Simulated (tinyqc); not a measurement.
# Front-illuminated p-i-n photodiode, quantum efficiency and bandwidth: two studies

Light enters through a p layer (0 to xp), a depleted layer (xp to xp + wi) and a thick n substrate, decaying as exp(-al x); one pass, no back reflection. Carriers made in the depleted layer are all collected; those in the neutral layers diffuse.

Values chosen for this exercise; values close to those of germanium at this wavelength:
```
symbol,value,unit,meaning
lam,1310,nm,wavelength
al,6810,1/cm,absorption coefficient
Rf,0.05,,reflectance of the front face
eps_r,16.7,,relative permittivity
xp,0.61,um,thickness of the front p layer
wi,1.7,um,thickness of the depleted layer
Dn,35,cm^2/s,electron diffusion coefficient in the p layer
Ln,1,um,electron diffusion length in the p layer
S,7e6,cm/s,recombination velocity of the front surface
Lp,3.2,um,hole diffusion length in the thick n substrate
ve,5.76e6,cm/s,electron drift velocity
vh,4.16e6,cm/s,hole drift velocity
dia,170,um,diameter
RL,50,ohm,load resistance
Cp,10,fF,parasitic capacitance
```

Constants: q = 1.602176634e-19 C, h = 6.62607015e-34 J s, c = 299792458 m/s, eps0 = 8.8541878128e-14 F/cm where lengths are in cm. Results are converted to the units shown.

Each table varies one quantity; the others keep the values above.

## Efficiency and bandwidth against the thickness of the depleted layer

k = al Ln, s = S Ln/Dn, e = exp(-al xp); front layer f1 = (k/(k^2 - 1)) {[s + k - e (s cosh(xp/Ln) + sinh(xp/Ln))]/[s sinh(xp/Ln) + cosh(xp/Ln)] - k e}; depleted layer f2 = e (1 - exp(-al wi)); substrate f3 = e exp(-al wi) al Lp/(1 + al Lp); external efficiency (1 - Rf)(f1 + f2 + f3); responsivity = efficiency q lam/(h c). Drift response for pairs made in the depleted layer, a = al wi, g = 1 - exp(-a), u = 2 pi i f, te = wi/ve, th = wi/vh: electrons He = [g - a (exp(-a) - exp(-u te))/(u te - a)]/(u te g), holes Hh = [g - a (1 - exp(-a - u th))/(a + u th)]/(u th g); C = eps0 eps_r pi (dia/2)^2/wi + Cp; total |He + Hh|/sqrt(1 + (2 pi f RL C)^2), for the current of the depleted layer alone. Limits are the frequencies at which each factor falls to 1/sqrt(2); inverse-square sum (f_transit^-2 + f_RC^-2)^(-1/2); the diffusion currents f1 and f3 are left out of the bandwidth.

Efficiency and bandwidth against the thickness of the depleted layer:

| wi (um) | f2 | f1 + f3 | responsivity (A/W) | transit limit (GHz) | RC limit (GHz) | 3 dB bandwidth (GHz) | inverse-square sum (GHz) | bandwidth x (1 - Rf) f2 (GHz) |
|---|---|---|---|---|---|---|---|---|
| 0.21 | 0.08796 | 0.5579 | 0.6482 | 125.6 | 0.1990 | 0.1990 | 0.1990 | 0.01663 |
| 0.36 | 0.1435 | 0.5198 | 0.6658 | 73.72 | 0.3411 | 0.3411 | 0.3411 | 0.04650 |
| 0.6 | 0.2214 | 0.4664 | 0.6904 | 44.64 | 0.5680 | 0.5680 | 0.5680 | 0.1195 |
| 1 | 0.3260 | 0.3947 | 0.7234 | 27.17 | 0.9456 | 0.9448 | 0.9450 | 0.2926 |
| 1.7 | 0.4527 | 0.3079 | 0.7634 | 16.32 | 1.604 | 1.594 | 1.596 | 0.6853 |
| 2.9 | 0.5685 | 0.2285 | 0.8000 | 9.802 | 2.727 | 2.596 | 2.627 | 1.402 |
| 4.8 | 0.6350 | 0.1829 | 0.8209 | 5.989 | 4.488 | 3.463 | 3.592 | 2.089 |
| 8.1 | 0.6574 | 0.1675 | 0.8280 | 3.477 | 7.501 | 3.081 | 3.154 | 1.924 |
| 14 | 0.6600 | 0.1657 | 0.8289 | 1.924 | 12.75 | 1.896 | 1.903 | 1.189 |

What does the comparison show?

As wi goes from 0.21 to 14, the responsivity rises from 0.648 to 0.829 A/W and the bandwidth goes from 0.199 through a maximum of 3.46 (at wi = 4.8 among the rows listed) to 1.90 GHz. The RC limit is the lower one for wi = 0.21, 0.36, 0.6, 1, 1.7, 2.9, 4.8, the transit limit elsewhere. Adding inverse squares of the two limits is within 3.7 % of the full result. The product of bandwidth and fast efficiency goes from 0.0166 through a maximum of 2.09 (at wi = 4.8 among the rows listed) to 1.19 GHz. For wi = 0.21, 0.36, 0.6, 1, 1.7, 2.9 the diffusion currents exceed 0.3 of the drift current; their own response times, left out, may then shape the whole response.

## Efficiency and bandwidth against the absorption coefficient

Same model as above.

lam is held fixed while al varies.

The same in every row: RC limit (GHz) = 1.604.

Results:

| al (1/cm) | f2 | f1 + f3 | responsivity (A/W) | transit limit (GHz) | 3 dB bandwidth (GHz) | inverse-square sum (GHz) | bandwidth x (1 - Rf) f2 (GHz) |
|---|---|---|---|---|---|---|---|
| 30 | 0.005078 | 0.01039 | 0.01553 | 15.39 | 1.592 | 1.596 | 0.007681 |
| 90 | 0.01510 | 0.03026 | 0.04553 | 15.40 | 1.592 | 1.596 | 0.02284 |
| 300 | 0.04882 | 0.09112 | 0.1405 | 15.43 | 1.592 | 1.596 | 0.07385 |
| 900 | 0.1343 | 0.2091 | 0.3447 | 15.53 | 1.592 | 1.596 | 0.2032 |
| 3000 | 0.3327 | 0.3294 | 0.6646 | 15.84 | 1.593 | 1.596 | 0.5035 |
| 9000 | 0.4525 | 0.2945 | 0.7498 | 16.53 | 1.594 | 1.597 | 0.6852 |
| 90000 | 0.004128 | 0.2254 | 0.2304 | 15.40 | 1.593 | 1.596 | 0.006247 |
| 3e5 | 1.128e-8 | 0.1178 | 0.1183 | 15.05 | 1.593 | 1.595 | 1.707e-8 |

Estimate the missing row, al = 30000 1/cm.

Computed row:

| al (1/cm) | f2 | f1 + f3 | responsivity (A/W) | transit limit (GHz) | 3 dB bandwidth (GHz) | inverse-square sum (GHz) | bandwidth x (1 - Rf) f2 (GHz) |
|---|---|---|---|---|---|---|---|
| 30000 | 0.1594 | 0.3254 | 0.4867 | 16.65 | 1.595 | 1.597 | 0.2415 |

With this row back in the table: As al goes from 30 to 3e5, the responsivity goes from 0.0155 through a maximum of 0.750 (at al = 9000 among the rows listed) to 0.118 A/W and the bandwidth stays near 1.59 GHz. The RC limit is the lower one in every row. Adding inverse squares of the two limits is within 0.20 % of the full result. Strong absorption puts the pairs into the front layer, where they must diffuse against surface loss; weak absorption lets light pass beyond a diffusion length of the junction. In every row the diffusion currents exceed 0.3 of the drift current; their own response times, left out, may then shape the whole response.

Computed by the program tinyqc: `OMP_NUM_THREADS=1 python tinyqc.py 2250125 2250126 out.jsonl`, one thread of a shared Intel Xeon 2.30GHz, about 0.01 s for the whole run.
